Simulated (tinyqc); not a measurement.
Inside a calculation. Method: UKS/LDA (PW92) in the sto-3g basis, for H3, spin multiplicity 2. One step of it, computed by the program tinyqc.

Task: Iteration 2: building the Kohn-Sham matrix. J_ij = sum D_kl (ij|kl) with D = D(alpha) + D(beta); F = H + J + V_xc; E = tr D H + tr D J / 2 + E_xc + E_nn.

D(alpha) after iteration 1:
```
           1H 1s      2H 1s      3H 1s
1H 1s   0.669751  -0.258631   0.114255
2H 1s  -0.258631   1.027098  -0.243410
3H 1s   0.114255  -0.243410   0.654009
```

D(beta) after iteration 1:
```
          1H 1s     2H 1s     3H 1s
1H 1s  0.121744  0.185715  0.122123
2H 1s  0.185715  0.308693  0.186443
3H 1s  0.122123  0.186443  0.122503
```

core Hamiltonian H = T + V (hartree):
```
           1H 1s      2H 1s      3H 1s
1H 1s  -1.426761  -0.847927  -0.847417
2H 1s  -0.847927  -1.426962  -0.847925
3H 1s  -0.847417  -0.847925  -1.426761
```

Two-electron integrals (ij|kl) in chemists' order, unique and non-zero (hartree):
```
(11|11) 0.774606   (21|11) 0.275184   (21|21) 0.128501   (22|11) 0.453688
(22|21) 0.275184   (22|22) 0.774606   (31|11) 0.274971   (31|21) 0.114552
(31|22) 0.216049   (31|31) 0.128325   (32|11) 0.216134   (32|21) 0.114618
(32|22) 0.275183   (32|31) 0.114551   (32|32) 0.128500   (33|11) 0.453534
(33|21) 0.216134   (33|22) 0.453688   (33|31) 0.274971   (33|32) 0.275183
(33|33) 0.774606
```

nuclear repulsion = 1.47380159 hartree

V_xc(alpha) (hartree):
```
           1H 1s      2H 1s      3H 1s
1H 1s  -0.460721  -0.202499  -0.198998
2H 1s  -0.202499  -0.498137  -0.203376
3H 1s  -0.198998  -0.203376  -0.459818
```

V_xc(beta) (hartree):
```
           1H 1s      2H 1s      3H 1s
1H 1s  -0.385540  -0.179206  -0.172161
2H 1s  -0.179206  -0.434418  -0.180300
3H 1s  -0.172161  -0.180300  -0.386301
```

E_xc = sum of w rho eps_xc = -1.04473513 hartree

Give: Coulomb J; F(alpha); F(beta); total energy of this density.

Result:

Coulomb J (hartree):
```
       1H 1s  2H 1s  3H 1s
1H 1s  1.637  0.776  0.751
2H 1s  0.776  1.777  0.775
3H 1s  0.751  0.775  1.634
```

F(alpha) (hartree):
```
        1H 1s   2H 1s   3H 1s
1H 1s  -0.251  -0.275  -0.296
2H 1s  -0.275  -0.148  -0.276
3H 1s  -0.296  -0.276  -0.253
```

F(beta) (hartree):
```
        1H 1s   2H 1s   3H 1s
1H 1s  -0.176  -0.252  -0.269
2H 1s  -0.252  -0.085  -0.253
3H 1s  -0.269  -0.253  -0.179
```

total energy of this density = -1.34925 hartree

This density is a damped mixture and is not idempotent.
